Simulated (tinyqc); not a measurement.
Inside a calculation. Method: Hueckel theory of the pi electrons, for the molecule Bc1ccccc(=O)c1 (SMILES; centres numbered as the heavy atoms are written). Computed by tinyqc, a small Python program that keeps every step. Settings: charge = 0. Command: `OMP_NUM_THREADS=1 python tinyqc.py 27031 27032 out.jsonl` (the two numbers bound the seeds that draw the settings). One thread of a shared host (Intel(R) Xeon(R) Processor @ 2.60GHz), about 0.01 s of CPU time with the checks.

## The Hueckel matrix

Centres:
```
centre  z_r, pi electrons of the neutral centre        h
1B                                            0  -1.1200
2C                                            1   0.0000
3C                                            1   0.0000
4C                                            1   0.0000
5C                                            1   0.0000
6C                                            1   0.0000
7C                                            1   0.0000
8O                                            1   0.9500
9C                                            1   0.0000
```

Bonds:
```
i  j       k
1  2  0.7300
2  3       1
3  4       1
4  5       1
5  6       1
6  7       1
7  8  0.9400
7  9       1
9  2       1
```

H_rr = alpha + h_r beta, H_rs = k_rs beta for bonded centres.

Hueckel matrix in units of beta (H = alpha + beta A), order 1B, 2C, 3C, 4C, 5C, 6C, 7C, 8O, 9C:
```
[[-1.1200, 0.7300, 0.0000, 0.0000, 0.0000, 0.0000, 0.0000, 0.0000, 0.0000],
 [0.7300, 0.0000, 1.0000, 0.0000, 0.0000, 0.0000, 0.0000, 0.0000, 1.0000],
 [0.0000, 1.0000, 0.0000, 1.0000, 0.0000, 0.0000, 0.0000, 0.0000, 0.0000],
 [0.0000, 0.0000, 1.0000, 0.0000, 1.0000, 0.0000, 0.0000, 0.0000, 0.0000],
 [0.0000, 0.0000, 0.0000, 1.0000, 0.0000, 1.0000, 0.0000, 0.0000, 0.0000],
 [0.0000, 0.0000, 0.0000, 0.0000, 1.0000, 0.0000, 1.0000, 0.0000, 0.0000],
 [0.0000, 0.0000, 0.0000, 0.0000, 0.0000, 1.0000, 0.0000, 0.9400, 1.0000],
 [0.0000, 0.0000, 0.0000, 0.0000, 0.0000, 0.0000, 0.9400, 0.9500, 0.0000],
 [0.0000, 1.0000, 0.0000, 0.0000, 0.0000, 0.0000, 1.0000, 0.0000, 0.0000]]
```

## Orbitals

pi electrons, sum of z_r less the charge = 8

Diagonalise; E = alpha + x beta with beta < 0, so the largest x are filled first; degenerate levels share their electrons. P = sum n_i c_ri c_si; each orbital has its largest coefficient positive (the first on a tie).

x values: [2.1773, 1.6056, 1.3050, 0.7082, -0.3512, -0.4974, -1.2227, -1.8581, -2.0368]

occupations: [2.0000, 2.0000, 2.0000, 2.0000, 0.0000, 0.0000, 0.0000, 0.0000, 0.0000]

coefficients, order 1B, 2C, 3C, 4C, 5C, 6C, 7C, 8O, 9C:
```
[[0.0702, -0.0902, -0.1496, -0.0339, -0.3958, -0.2100, 0.7462, 0.1325, -0.4339],
 [0.3170, -0.3369, -0.4971, -0.0849, -0.4169, -0.1791, -0.1050, -0.1340, 0.5449],
 [0.2595, -0.4866, -0.1483, 0.3294, -0.0366, 0.5470, -0.2221, 0.3021, -0.3525],
 [0.2480, -0.4444, 0.3035, 0.3181, 0.4297, -0.0930, 0.3766, -0.4273, 0.1731],
 [0.2805, -0.2269, 0.5444, -0.1041, -0.1143, -0.5007, -0.2383, 0.4920, 0.0000],
 [0.3627, 0.0801, 0.4069, -0.3918, -0.3896, 0.3421, -0.0852, -0.4867, -0.1730],
 [0.5093, 0.3555, -0.0134, -0.1734, 0.2512, 0.3306, 0.3425, 0.4125, 0.3525],
 [0.3900, 0.5097, -0.0354, 0.6742, -0.1814, -0.2147, -0.1482, -0.1381, -0.1109],
 [0.3795, 0.0116, -0.3911, -0.3647, 0.4719, -0.3047, -0.1943, -0.1499, -0.4406]]
```

charge and bond-order matrix P, order 1B, 2C, 3C, 4C, 5C, 6C, 7C, 8O, 9C:
```
[[0.0732, 0.2598, 0.1463, 0.0026, -0.0756, -0.0588, 0.0231, -0.0723, 0.1930],
 [0.2598, 0.9365, 0.5839, 0.1009, -0.1929, -0.1620, 0.1261, -0.1754, 0.6836],
 [0.1463, 0.5839, 0.8692, 0.6807, 0.1364, -0.2685, -0.1919, 0.1610, 0.0615],
 [0.0026, 0.1009, 0.6807, 0.9046, 0.6051, 0.1065, -0.1818, 0.1480, -0.2915],
 [-0.0756, -0.1929, 0.1364, 0.6051, 0.8748, 0.6918, 0.1459, -0.1913, -0.1423],
 [-0.0588, -0.1620, -0.2685, 0.1065, 0.6918, 0.9142, 0.5514, -0.1925, 0.2446],
 [0.0231, 0.1261, -0.1919, -0.1818, 0.1459, 0.5514, 0.8319, 0.5267, 0.5317],
 [-0.0723, -0.1754, 0.1610, 0.1480, -0.1913, -0.1925, 0.5267, 1.7353, -0.1563],
 [0.1930, 0.6836, 0.0615, -0.2915, -0.1423, 0.2446, 0.5317, -0.1563, 0.8603]]
```

## Energy, charges, bond orders

E = sum n x; q_r = z_r - P_rr; bond order p = P_rs; free valence = sqrt(3) - sum of p over the bonds of the atom.

pi energy = 8 alpha + this times beta = 11.5922

pi charges: [-0.0732, 0.0635, 0.1308, 0.0954, 0.1252, 0.0858, 0.1681, -0.7353, 0.1397]

Bond orders and lengths from R = 1.517 - 0.180 p (angstrom, C-C alone):
```
bond       p       R
1-2   0.2598       -
2-3   0.5839  1.4119
3-4   0.6807  1.3945
4-5   0.6051  1.4081
5-6   0.6918  1.3925
6-7   0.5514  1.4177
7-8   0.5267       -
7-9   0.5317  1.4213
9-2   0.6836  1.3940
```

free valence of the carbons: [0.2048, 0.4675, 0.4463, 0.4352, 0.4889, 0.1223, 0.5168]

gap between the highest filled and the next level = 1.0594 |beta|
